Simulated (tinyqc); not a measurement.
Inside a calculation. Method: Pariser-Parr-Pople SCF with singles CI, for the molecule C=Cc1ccccc1 (SMILES; centres numbered as the heavy atoms are written). One step of it, computed by the program tinyqc.

Question. Singles CI, triplets. Over the 6 single excitations with the smallest orbital gaps: A = (e_a - e_i) delta - (ij|ab), with (pq|rs) = sum c_mp c_mq gamma_mn c_nr c_ns.

orbital energies (eV): -13.668290  -11.617868  -10.360799  -9.438748  -1.751252  -0.829201  0.427868  2.478290

coefficients:
```
,MO1,MO2,MO3,MO4,MO5,MO6,MO7,MO8
1C,0.148074,0.409335,0.009467,0.557162,0.557162,0.009467,-0.409335,0.148074
2C,0.289953,0.522698,-0.001315,0.377773,-0.377773,0.001315,0.522698,-0.289953
3C,0.495329,0.334767,-0.013422,-0.377359,-0.377359,-0.013422,-0.334767,0.495329
4C,0.396645,0.008285,0.493856,-0.314181,0.314181,-0.493856,0.008285,-0.396645
5C,0.341813,-0.326859,0.506492,0.140689,0.140689,0.506492,0.326859,0.341813
6C,0.321168,-0.476125,0.012344,0.412315,-0.412315,-0.012344,-0.476125,-0.321168
7C,0.340422,-0.336956,-0.493149,0.165461,0.165461,-0.493149,0.336956,0.340422
8C,0.394272,-0.004889,-0.505917,-0.297613,0.297613,0.505917,-0.004889,-0.394272
```

repulsion gamma_rs (eV):
```
,1C,2C,3C,4C,5C,6C,7C,8C
1C,11.130000,5.345934,3.872489,2.881753,2.344139,2.270929,2.621133,3.517790
2C,5.345934,11.130000,5.344958,3.872798,2.881223,2.621133,2.880865,3.871956
3C,3.872489,5.344958,11.130000,5.347393,3.872798,3.517790,3.871956,5.345096
4C,2.881753,3.872798,5.347393,11.130000,5.344958,3.872662,3.517636,3.872865
5C,2.344139,2.881223,3.872798,5.344958,11.130000,5.346991,3.872865,3.517846
6C,2.270929,2.621133,3.517790,3.872662,5.346991,11.130000,5.345934,3.872489
7C,2.621133,2.880865,3.871956,3.517636,3.872865,5.345934,11.130000,5.344958
8C,3.517790,3.871956,5.345096,3.872865,3.517846,3.872489,5.344958,11.130000
```

Give: triplet CI matrix; triplet excitation energies.

Answer.

triplet CI matrix (eV):
```
,4>5,4>6,3>5,3>6,4>7,2>5
4>5,2.5531,-0.0290,-0.0290,-0.3403,0.4465,-0.4465
4>6,-0.0290,4.4064,-0.3403,0.0136,0.0216,-0.0359
3>5,-0.0290,-0.3403,4.4064,0.0136,0.0359,-0.0216
3>6,-0.3403,0.0136,0.0136,3.5658,-0.0925,0.0925
4>7,0.4465,0.0216,0.0359,-0.0925,4.9806,1.5401
2>5,-0.4465,-0.0359,-0.0216,0.0925,1.5401,4.9806
```

triplet excitation energies (eV): 2.1797  3.4053  3.9689  4.0716  4.7465  6.5207
